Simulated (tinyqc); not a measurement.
# From completion temperature T_f back to metal thickness h

Model: growth of a silicide layer between metal and silicon: linear-parabolic kinetics, ramp anneals and Kissinger analysis. Computed by tinyqc, a small Python program. Command: `OMP_NUM_THREADS=1 python tinyqc.py 3002417 3002418 out.jsonl silicide inv`. One thread of a shared host (Intel(R) Xeon(R) Processor @ 2.30GHz), about 0.2 s of CPU time with the checks.

One compound layer of thickness x grows by diffusion through itself and reaction at an interface, dx/dt = 1/(2x/K + 1/v), until the metal is used up at x = a h.

Inputs (values chosen for the exercise, modelled on Ni2Si):
```
quantity                                 value    unit
silicide formed per metal thickness a     1.47       -
prefactor of the parabolic constant K  1.1e+14  nm^2/s
activation energy E of K                  1.47      eV
prefactor of the interface velocity v  6.8e+14    nm/s
activation energy E_v                     1.62      eV
ramp rate beta                             0.3     C/s
```

Constants: k_B = 8.617333262e-05 eV/K.

Method:
- The silicide ends at the thickness a h.
- K = K0 exp(-E/(k_B T)), v = v0 exp(-E_v/(k_B T)).
- Temperatures in kelvin are T(C) + 273.15.
- Ramp from x = 0 at 100 C at the rate beta: dx/dT = (1/beta)/(2x/K + 1/v), integrated adaptively (tolerance 1e-9) until x = a h at T_f.

Task: A run gave the result below. Find the metal thickness h, known to lie between 48 and 91 nm.

completion temperature T_f = 350.8558 C

Result:

Each step takes the trial c = (a f_b - b f_a)/(f_b - f_a), f being the result less the target and a, b, c the logarithms of the listed values; c replaces end b, the old b replaces a if the sign of f changed, and otherwise f_a is halved.

Scan of the range:
```
metal thickness h (nm)  completion temperature T_f (C)
48.0                                           336.316
53.4                                           340.578
59.4                                           344.904
66.1                                           349.318
73.5                                           353.772
81.8                                           358.334
91.0                                           362.952
```

False position (Illinois rule, in the logarithm of the input) inside the bracket:
```
step    end a    end b    trial  completion temperature T_f (C)
1     66.1000  73.5000  68.5668                         350.848
2     73.5000  68.5668  68.5799                         350.856
3     73.5000  68.5799  68.5801                         350.856
4     68.5799  68.5801  68.5800                         350.856
```

Completion temperature T_f rises at every point of a 13-point scan of the range (every second point is shown), so one value fits; it is bracketed by 66.1 and 73.5. Answer: metal thickness h = 68.58 nm.
